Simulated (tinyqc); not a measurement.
Geometry relaxation of a small cluster: one step, computed by the program tinyqc.

E = sum_i {sum_j A exp(-p (r_ij/r0 - 1)) - xi sqrt(rho_i)}, rho_i = sum_j exp(-2 q (r_ij/r0 - 1)); the force on i is -sum_j w_ij (R_i - R_j)/r_ij with w_ij = -(2p/r0) A exp(-p (r_ij/r0 - 1)) + (xi q/r0) exp(-2 q (r_ij/r0 - 1)) (rho_i^(-1/2) + rho_j^(-1/2)).

Question. The first two steps. BFGS: R(new) = R + B F with the inverse Hessian B = eta 1 at first; with s = R(new) - R, y = F - F(new), rho = 1/(y.s): B(new) = (1 - rho s y^T) B (1 - rho y s^T) + rho s s^T, skipped if y.s is not positive. No atom moves more than 0.3 angstrom a step (the whole step is scaled). Stop when the largest force component is below 1e-5 eV/angstrom.

Inputs (values chosen for the exercise, for model atoms):

| quantity | value | unit |
|---|---|---|
| length r0 | 2.99 | angstrom |
| repulsion A | 0.12 | eV |
| hopping xi | 1.87 | eV |
| decay p | 10.2 | - |
| decay q | 2.27 | - |
| step factor eta | 0.026 | angstrom^2/eV |

Potential: Gupta. Method: BFGS.

starting positions (angstrom):
```
           x      y      z
atom 1  0.04  -0.18   0.07
atom 2  2.94   0.01   0.01
atom 3  1.27   2.24  -0.24
atom 4  1.36    0.8   2.38
atom 5  1.62   0.78  -1.97
```

Give: positions after step 1; energy after step 1; positions after step 2; energy after step 2.

Answer.

positions after step 1 (angstrom):
```
             x        y        z
atom 1  0.0466  -0.1835   0.0813
atom 2  2.9523  -0.0032   0.0605
atom 3  1.2500   2.3351  -0.1175
atom 4  1.3627   0.7994   2.3462
atom 5  1.6185   0.7022  -2.1205
```

energy after step 1 = -16.234 eV

positions after step 2 (angstrom):
```
             x        y        z
atom 1  0.0663  -0.1755   0.0817
atom 2  2.9364   0.0031   0.0840
atom 3  1.2507   2.3362  -0.0834
atom 4  1.3663   0.7998   2.3128
atom 5  1.6102   0.6864  -2.1450
```

energy after step 2 = -16.344 eV
